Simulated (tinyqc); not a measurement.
Gap against thickness: thin (001) film in sp3s* tight binding with raised dangling bonds.

Planes alternate anion (a), cation (c) along [001], a/4 apart, starting with an anion; zero in-plane momentum; levels counted from the bulk Ev, the lower root of [[Epa, Vxx], [Vxx, Epc]]; no spin-orbit coupling. Block of s, pz, s*: from an anion to the cation above, Vss/2 (s,s), Vsapc/2 (s,z), -Vscpa/2 (z,s), Vxx/2 (z,z), Vxapc/2 (s*,z), -Vpaxc/2 (z,s*); to the cation below the same with the s-z and s*-z signs reversed. Block of u = (px + py)/sqrt2 and v = (px - py)/sqrt2: to the cation above (Vxx + Vxy)/2 for u and (Vxx - Vxy)/2 for v, to the cation below the reverse. Each surface atom has two dangling sp3 hybrids; raising both by dl adds (dl/2) [[1, t], [t, 1]] to its s, pz levels (t = -1 at the bottom face, +1 at the top) and dl to the one of u, v in whose plane the missing bonds lie (v for a bottom anion or a top cation, u for a top anion).

Values chosen for the exercise (near a published set for Ge, fitted to gaps, whose masses and valley positions are rough; the L valleys, lowest in Ge, lie off zero in-plane momentum and are not seen; not measured data):

| symbol | value | unit | meaning |
|---|---|---|---|
| p | (-5.817, 1.6, -5.817, 1.6, 6.447, 6.447, -6.851, 1.607, 4.911, 5.511, 5.511, 5.21, 5.21) | eV | order Esa, Epa, Esc, Epc, Exa, Exc, Vss, Vxx, Vxy, Vsapc, Vscpa, Vxapc, Vpaxc |
| a | 5.662 | angstrom | lattice constant |
| dp | 30 | eV | value of dl for the passivated films |
| Ns | (8, 9, 14, 19, 25, 30, 47, 71) |  | numbers of planes |

edges (eV): Gamma 1.04100, Delta 0.85105

Passivated films (finite dp, so levels can still be some meV from their limit), thickness N a/4. Highest level below mid-gap (either block) and the two lowest above it. The exponents are -d ln(shift)/d ln N between the sixth and the last film, for the valence level and for the mean of the two conduction levels.

Levels (eV):

| N | thickness (angstrom) | Ev1 | Ec1 | Ec2 | gap |
|---|---|---|---|---|---|
| 8 | 11.32 | -0.4238 | 1.0803 | 1.1227 | 1.5042 |
| 9 | 12.74 | -0.4344 | 1.0443 | 1.0643 | 1.4786 |
| 14 | 19.82 | -0.1942 | 0.9407 | 0.9434 | 1.1349 |
| 19 | 26.89 | -0.1338 | 0.9018 | 0.9037 | 1.0356 |
| 25 | 35.39 | -0.0833 | 0.8806 | 0.8829 | 0.9639 |
| 30 | 42.47 | -0.0561 | 0.8720 | 0.8732 | 0.9281 |
| 47 | 66.53 | -0.0264 | 0.8599 | 0.8602 | 0.8863 |
| 71 | 100.50 | -0.0121 | 0.8550 | 0.8551 | 0.8671 |

exponents: valence 1.78, conduction 1.96

The gap is 1.504 eV at 11.3 angstrom and 0.867 eV at 100.5, against 0.851 eV in the bulk along this line. At 19 planes the conduction side gives 51 meV of the widening and the valence side 134 meV. A hard-walled parabolic band has exponent 2; departures come from the offset between N a/4 and the effective width, from non-parabolicity and from the termination (odd and even N end differently: in the direction of the bond rows at the two faces and, in a compound, in the kind of atom), which also makes single steps in N uneven. Ec1 and Ec2 are the doublet of the two Delta valleys along the normal.

Run: tinyqc, `OMP_NUM_THREADS=1 python tinyqc.py 1480722 1480723 out.jsonl`; Intel(R) Xeon(R) Processor @ 2.30GHz, one thread, shared host; about 0.4 s of CPU time with all checks.
